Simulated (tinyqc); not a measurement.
Microkinetic model of low-temperature epitaxy from hydride gases: adsorption, hydrogen desorption and rate control: one step, computed by the program tinyqc.

Each hydride molecule needs two free sites and leaves four hydrogen atoms, of which two leave at once as H2; theta is the hydrogen coverage, the site density is 6.78 per nm^2 and one layer is 1.358 angstrom thick.

Task: Coverage and growth rate. With k the hydride and k_H the hydrogen adsorption rate on free pairs and k_d the desorption rate, steady state: 2 (k + k_H)(1 - theta)^2 = k_d theta^2; growth rate R = k (1 - theta)^2 layers/s; 1 layer/s = 8.148 nm/min. With c = 2 (k + k_H)/k_d the free share is 1 - theta = 1/(1 + sqrt(c)).

Inputs (values chosen for the exercise, close to those used for silane, with second-order desorption as on Si(111) but the site density of Si(001)): temperature T = 490 C.

Film: silicon. Order of hydrogen desorption: second.

k = 0.2846908 1/s

k_H = 0 1/s

k_d = 0.02659688 1/s

Give: c; hydrogen coverage theta; growth rate R in layers; growth rate G.

Result:

c = 21.408

hydrogen coverage theta = 0.82228

growth rate R in layers = 0.0089917 layers/s

growth rate G = 0.073264 nm/min

Hydrogen covers most sites: its desorption limits growth.
